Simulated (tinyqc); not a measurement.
Inside a calculation. Method: Hueckel theory of the pi electrons with the omega technique, for the molecule Fc1cc2ccccc2[nH]1 (SMILES; centres numbered as the heavy atoms are written). One step of it, computed by the program tinyqc.

Question. Orbitals, round 2. Diagonalise; E = alpha + x beta with beta < 0, so the largest x are filled first; degenerate levels share their electrons. P = sum n_i c_ri c_si; each orbital has its largest coefficient positive (the first on a tie).

matrix after round 1, order 1F, 2C, 3C, 4C, 5C, 6C, 7C, 8C, 9C, 10N:
```
[[3.018264, 0.700000, 0.000000, 0.000000, 0.000000, 0.000000, 0.000000, 0.000000, 0.000000, 0.000000],
 [0.700000, 0.039249, 1.000000, 0.000000, 0.000000, 0.000000, 0.000000, 0.000000, 0.000000, 0.800000],
 [0.000000, 1.000000, -0.099682, 1.000000, 0.000000, 0.000000, 0.000000, 0.000000, 0.000000, 0.000000],
 [0.000000, 0.000000, 1.000000, -0.023041, 1.000000, 0.000000, 0.000000, 0.000000, 1.000000, 0.000000],
 [0.000000, 0.000000, 0.000000, 1.000000, -0.015193, 1.000000, 0.000000, 0.000000, 0.000000, 0.000000],
 [0.000000, 0.000000, 0.000000, 0.000000, 1.000000, -0.017028, 1.000000, 0.000000, 0.000000, 0.000000],
 [0.000000, 0.000000, 0.000000, 0.000000, 0.000000, 1.000000, -0.016462, 1.000000, 0.000000, 0.000000],
 [0.000000, 0.000000, 0.000000, 0.000000, 0.000000, 0.000000, 1.000000, -0.018928, 1.000000, 0.000000],
 [0.000000, 0.000000, 0.000000, 1.000000, 0.000000, 0.000000, 0.000000, 1.000000, -0.004035, 0.800000],
 [0.000000, 0.800000, 0.000000, 0.000000, 0.000000, 0.000000, 0.000000, 0.000000, 0.800000, 1.636856]]
```

pi electrons, sum of z_r less the charge = 12

Give: x values; occupations; coefficients; charge and bond-order matrix P.

Answer.

x values: [3.229, 2.468, 1.788, 1.287, 0.848, 0.534, -0.862, -1.112, -1.506, -2.173]

occupations: [2.000, 2.000, 2.000, 2.000, 2.000, 2.000, 0.000, 0.000, 0.000, 0.000]

coefficients, order 1F, 2C, 3C, 4C, 5C, 6C, 7C, 8C, 9C, 10N:
```
[[0.933, -0.275, -0.096, -0.079, -0.059, -0.145, -0.091, -0.032, 0.070, -0.016],
 [0.281, 0.216, 0.168, 0.196, 0.183, 0.515, 0.502, 0.188, -0.455, 0.122],
 [0.102, 0.216, -0.072, 0.477, -0.055, 0.512, -0.248, -0.021, 0.538, -0.307],
 [0.059, 0.338, -0.304, 0.465, -0.235, -0.191, -0.313, -0.167, -0.301, 0.514],
 [0.021, 0.192, -0.412, 0.232, 0.334, -0.372, 0.462, -0.355, 0.025, -0.386],
 [0.010, 0.138, -0.439, -0.163, 0.524, -0.014, -0.078, 0.556, 0.264, 0.319],
 [0.011, 0.150, -0.380, -0.445, 0.119, 0.364, -0.396, -0.255, -0.418, -0.302],
 [0.025, 0.235, -0.247, -0.417, -0.421, 0.214, 0.413, -0.277, 0.359, 0.332],
 [0.070, 0.435, -0.066, -0.099, -0.484, -0.246, 0.049, 0.558, -0.116, -0.413],
 [0.176, 0.627, 0.541, -0.221, 0.305, -0.195, -0.176, -0.217, 0.145, 0.061]]
```

charge and bond-order matrix P, order 1F, 2C, 3C, 4C, 5C, 6C, 7C, 8C, 9C, 10N:
```
[[1.971, 0.171, -0.132, -0.008, 0.045, -0.005, -0.039, 0.017, 0.047, -0.064],
 [0.171, 0.981, 0.821, -0.022, -0.213, 0.031, 0.187, -0.064, -0.264, 0.376],
 [-0.132, 0.821, 1.110, 0.477, -0.050, -0.103, 0.057, 0.011, -0.081, -0.215],
 [-0.008, -0.022, 0.477, 1.037, 0.583, -0.032, -0.275, 0.041, 0.572, -0.158],
 [0.045, -0.213, -0.050, 0.583, 1.022, 0.700, -0.027, -0.339, 0.038, 0.049],
 [-0.005, 0.031, -0.103, -0.032, 0.700, 1.026, 0.635, -0.029, -0.288, 0.099],
 [-0.039, 0.187, 0.057, -0.275, -0.027, 0.635, 1.024, 0.686, -0.023, -0.092],
 [0.017, -0.064, 0.011, 0.041, -0.339, -0.029, 0.686, 1.028, 0.626, -0.120],
 [0.047, -0.264, -0.081, 0.572, 0.038, -0.288, -0.023, 0.626, 1.006, 0.343],
 [-0.064, 0.376, -0.215, -0.158, 0.049, 0.099, -0.092, -0.120, 0.343, 1.794]]
```
